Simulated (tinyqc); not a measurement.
A log to judge: two-sublattice mean-field magnet: ferrimagnet, compensation points and susceptibility. Computed by tinyqc. Command: `OMP_NUM_THREADS=1 python tinyqc.py 3025144 3025145 out.jsonl ferri walk`. One thread of a shared host (Intel(R) Xeon(R) Processor @ 2.30GHz), about 0.01 s of CPU time with the checks.

A random alloy A(1-x)B(x) with H = -sum over pairs J S_i.S_j. a = <S_A> and b = <S_B> are taken along z, a > 0. Exchange fields: h_A = (1 - x) zJ_AA a + x zJ_AB b, h_B = (1 - x) zJ_AB a + x zJ_BB b; a = S_A B_(S_A)(S_A h_A/(k_B T)) and likewise for b, with the Brillouin function B_S(y) = [(2S + 1)/(2S)] coth[(2S + 1) y/(2S)] - [1/(2S)] coth[y/(2S)].

Inputs (values chosen for the exercise, for a model ferrimagnet):
```
quantity                 value  unit
spin S_A                     1     -
spin S_B                   3.5     -
fraction x of B sites     0.23     -
z J_AA                     106   meV
z J_BB                     4.4   meV
z J_AB                     -15   meV
T over T_c               0.989     -
largest number of steps     40     -
```

Constants: k_B = 8.617333262e-05 eV/K.

Method. Linearised, T (a, b) = M (a, b) with M_ij = S_i (S_i + 1) c_j zJ_ij/(3 k_B), c_A = 1 - x, c_B = x. T_c is the larger eigenvalue, and its eigenvector gives b/a at onset, (T_c - M_AA)/M_AB. Repeat from a = S_A, b = -S_B until a and b change by less than 1e-10.

Iteration:
```
step        a         b  largest change
1     1.00000  -3.50000     2.19502e+00
2     0.78575  -1.30498     3.72332e-01
3     0.65867  -0.93265     1.56811e-01
4     0.57896  -0.77584     9.40864e-02
5     0.52367  -0.68175     6.48363e-02
6     0.48256  -0.61691     4.81564e-02
...       ...       ...             ...
35    0.23640  -0.28215     2.66290e-03
36    0.23425  -0.27949     2.53272e-03
37    0.23220  -0.27695     2.41158e-03
38    0.23026  -0.27454     2.29863e-03
39    0.22840  -0.27224     2.19315e-03
40    0.22662  -0.27005     2.09447e-03
```

Can the last value be used, and what does the course show?

No. Not converged within the cap: the change shrinks by only 0.955 a step, since near T_c the map has a slope close to 1. The error left is about 0.047. Reruns converge with largest number of steps = 3000. Reruns still fail with largest number of steps = 80.
